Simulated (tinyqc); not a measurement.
# Illuminated p-n diode, drift-diffusion by the Gummel loop with Scharfetter-Gummel fluxes: Solar-cell figures against the uniform generation rate

Abrupt junction at x = 0, p side from -Lp, n side to Ln, ohmic contacts. psi is counted from the intrinsic level; n = ni exp((psi - phin)/Vt), p = ni exp((phip - psi)/Vt). Contacts: p side psi = V - Vt ln(Na/ni), p = Na, n = ni^2/Na; n side psi = Vt ln(Nd/ni), n = Nd, p = ni^2/Nd. Constant mobilities, D = mu Vt, Boltzmann statistics, SRH recombination through a mid-gap level, U = (n p - ni^2)/(tp (n + ni) + tn (p + ni)). Current is positive from the p contact to the n contact.

ni = sqrt(Nc Nv) exp(-Eg/(2 Vt)), Eg in volts. Poisson and both continuity equations are solved self-consistently with Scharfetter-Gummel fluxes on a graded mesh of 500 nodes. Jsc = -J(0), collected share Jsc/(q G (Lp + Ln)), estimate q G [W + Le tanh(wp/2 Le) + Lh tanh(wn/2 Lh)] at V = 0 with Le = sqrt(Dn tn), Lh = sqrt(Dp tp), W, wp = Lp - xp and wn = Ln - xn from the depletion approximation; J(Voc) = 0; Vmp maximises -J V; FF = Pmax/(Jsc Voc).

Inputs (values chosen for the exercise); band and dielectric values close to those of silicon: temperature T = 300 K; band gap Eg = 1.13 eV; relative permittivity eps_r = 11.6; conduction-band density of states at T Nc = 2.8e19 cm^-3; valence-band density of states at T Nv = 2.66e19 cm^-3; acceptor density of the p side Na = 4.4e16 cm^-3; donor density of the n side Nd = 1.3e16 cm^-3; electron mobility mun = 1100 cm^2/(V s); hole mobility mup = 370 cm^2/(V s); SRH lifetime of electrons tn = 1e-8 s; SRH lifetime of holes tp = 4e-8 s; length of the p side Lp = 1.4 um; length of the n side Ln = 0.94 um.

Constants: q = 1.602176634e-19 C, kB = 1.380649e-23 J/K, Vt = kB T/q, eps0 = 8.8541878128e-14 F/cm where lengths are in cm. Results are converted to the units shown.

Result of one run:

| G (cm^-3 s^-1) | Jsc (mA/cm^2) | collected share (%) | estimate of Jsc (mA/cm^2) | Voc (V) | Vmp (V) | FF | Pmax (mW/cm^2) |
|---|---|---|---|---|---|---|---|
| 5e20 | 10.5 | 56.2 | 10.6 | 0.459 | 0.384 | 0.750 | 3.63 |

What becomes of these results when the uniform generation rate G is changed from 5e20 to 1e20 cm^-3 s^-1, all else the same?

Result of the changed run:

| G (cm^-3 s^-1) | Jsc (mA/cm^2) | collected share (%) | estimate of Jsc (mA/cm^2) | Voc (V) | Vmp (V) | FF | Pmax (mW/cm^2) |
|---|---|---|---|---|---|---|---|
| 1e20 | 2.11 | 56.2 | 2.12 | 0.415 | 0.341 | 0.728 | 0.636 |

The whole series:

| G (cm^-3 s^-1) | Jsc (mA/cm^2) | collected share (%) | estimate of Jsc (mA/cm^2) | Voc (V) | Vmp (V) | FF | Pmax (mW/cm^2) |
|---|---|---|---|---|---|---|---|
| 7e18 | 0.147 | 56.2 | 0.148 | 0.335 | 0.260 | 0.660 | 0.0326 |
| 3e19 | 0.632 | 56.2 | 0.636 | 0.380 | 0.306 | 0.703 | 0.169 |
| 1e20 | 2.11 | 56.2 | 2.12 | 0.415 | 0.341 | 0.728 | 0.636 |
| 5e20 | 10.5 | 56.2 | 10.6 | 0.459 | 0.384 | 0.750 | 3.63 |
| 2e21 | 42.1 | 56.2 | 42.4 | 0.496 | 0.420 | 0.763 | 16.0 |

As G rises from 7e18 to 2e21, the collected share stays near 56.2 %, Voc rises from 0.335 to 0.496 V and FF rises from 0.660 to 0.763. The estimate of Jsc is within 0.58 % in all rows. Voc gains 65.9 mV a decade of Jsc, an ideality of 1.11.

Numbers from tinyqc (`OMP_NUM_THREADS=1 python tinyqc.py 2240072 2240073 out.jsonl`; about 0.5 s on one thread of a shared Intel Xeon 2.30GHz).
